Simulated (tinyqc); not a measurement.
# Pull-up strength from the switching point

Question. Transistor (EKV form, voltages against the body): I = 2 n b Vt^2 [F(vp - Vs) - F(vp - Vd)] from drain to source, F(v) = ln^2(1 + exp(v/(2 Vt))), vp = (Vg - VT + sg |Vd - Vs|)/n. n-channel bodies are at 0; for the p-channel device all voltages are counted down from Vdd. b in uA/V^2 gives I in uA. In an inverter In(Vg = Vd = VM) equals Ip at the switching point VM. Find bp and the current there.

Inputs (values chosen for the exercise):
```
symbol,value,unit,meaning
T,273,K,temperature
Vdd,0.75,V,supply voltage
n,1.28,,slope factor
sg,0.115,,drain-induced barrier lowering
VTn,0.28,V,n-channel threshold
VTp,0.31,V,p-channel threshold (magnitude)
bn,550,uA/V^2,gain factor of the pull-down transistor
```

Constants: q = 1.602176634e-19 C, kB = 1.380649e-23 J/K, Vt = kB T/q. Results are converted to the units shown.

VM = 0.354177592 V

Answer. Ip is proportional to bp, so bp is In(VM) over the p-channel current for unit b.

bp = 440.0 uA/V^2
current at VM = 3.263 uA

Program tinyqc, `OMP_NUM_THREADS=1 python tinyqc.py 2340166 2340167 out.jsonl`; Intel Xeon 2.30GHz, shared host, one thread, about 0.06 s.
